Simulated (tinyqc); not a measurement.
Inside a calculation. Method: CIS and TDHF on RHF in the sto-3g basis, frozen core, for BeH2, spin multiplicity 1. One step of it, computed by the program tinyqc.

Task: TDHF (RPA) singlet states. B(ia,jb) = 2 (ia|jb) - (ib|ja); the squared energies are the eigenvalues of (A - B)(A + B); 1 hartree = 27.211386 eV.

CIS matrix A, singlet (hartree):
```
          2>4       2>5       2>6        2>7       3>4       3>5        3>6       3>7
2>4  0.378979  0.000000  0.000000   0.000000  0.000000  0.000000   0.000000  0.000000
2>5  0.000000  0.378979  0.000000   0.000000  0.000000  0.000000   0.000000  0.000000
2>6  0.000000  0.000000  0.588167   0.000000  0.000000  0.000000   0.000000  0.014664
2>7  0.000000  0.000000  0.000000   0.882653  0.000000  0.000000  -0.015883  0.000000
3>4  0.000000  0.000000  0.000000   0.000000  0.285165  0.000000   0.000000  0.000000
3>5  0.000000  0.000000  0.000000   0.000000  0.000000  0.285165   0.000000  0.000000
3>6  0.000000  0.000000  0.000000  -0.015883  0.000000  0.000000   0.544179  0.000000
3>7  0.000000  0.000000  0.014664   0.000000  0.000000  0.000000   0.000000  0.882818
```

Two-electron integrals over orbitals (pq|rs), unique and non-zero (hartree); the lowest 1 orbital is frozen and left out:
```
(22|22) 0.379131    (32|32) 0.160086    (33|22) 0.391345    (33|33) 0.414697
(42|42) 0.047743    (43|43) 0.012911    (44|22) 0.356712    (44|33) 0.339668
(44|44) 0.449859    (52|52) 0.047743    (53|53) 0.012911    (54|54) 0.024249
(55|22) 0.356712    (55|33) 0.339668    (55|44) 0.401360    (55|55) 0.449859
(62|22) -0.016652   (62|33) -0.042130   (62|44) 0.064454    (62|55) 0.064454
(62|62) 0.081961    (63|32) -0.092439   (63|63) 0.086120    (64|42) 0.046769
(64|64) 0.049711    (65|52) 0.046769    (65|65) 0.049711    (66|22) 0.380443
(66|33) 0.391555    (66|44) 0.355765    (66|55) 0.355765    (66|62) -0.028932
(66|66) 0.396961    (72|32) -0.040133   (72|63) 0.062297    (72|72) 0.057129
(73|22) -0.000371   (73|33) -0.018113   (73|44) 0.068140    (73|55) 0.068140
(73|62) 0.077570    (73|66) -0.021435   (73|73) 0.086181    (74|43) 0.013383
(74|74) 0.016886    (75|53) 0.013383    (75|75) 0.016886    (76|32) 0.140476
(76|63) -0.092143   (76|72) -0.049059   (76|76) 0.137477    (77|22) 0.406037
(77|33) 0.422782    (77|44) 0.380415    (77|55) 0.380415    (77|62) -0.022426
(77|66) 0.415685    (77|73) 0.000727    (77|77) 0.461350
```

Give: TDHF matrix B, singlet; squared energies w^2; TDHF energies from the positive w^2.

Result:

TDHF matrix B, singlet (hartree):
```
        2>4     2>5     2>6     2>7     3>4     3>5     3>6     3>7
2>4  0.0477  0.0000  0.0000  0.0000  0.0000  0.0000  0.0000  0.0000
2>5  0.0000  0.0477  0.0000  0.0000  0.0000  0.0000  0.0000  0.0000
2>6  0.0000  0.0000  0.0820  0.0000  0.0000  0.0000  0.0000  0.0928
2>7  0.0000  0.0000  0.0000  0.0571  0.0000  0.0000  0.0470  0.0000
3>4  0.0000  0.0000  0.0000  0.0000  0.0129  0.0000  0.0000  0.0000
3>5  0.0000  0.0000  0.0000  0.0000  0.0000  0.0129  0.0000  0.0000
3>6  0.0000  0.0000  0.0000  0.0470  0.0000  0.0000  0.0861  0.0000
3>7  0.0000  0.0000  0.0928  0.0000  0.0000  0.0000  0.0000  0.0862
```

squared energies w^2 (hartree^2): 0.0812  0.0812  0.1413  0.1413  0.2855  0.3325  0.7619  0.7751

TDHF energies from the positive w^2 (eV): 7.7518  7.7518  10.2304  10.2304  14.5390  15.6900  23.7518  23.9574
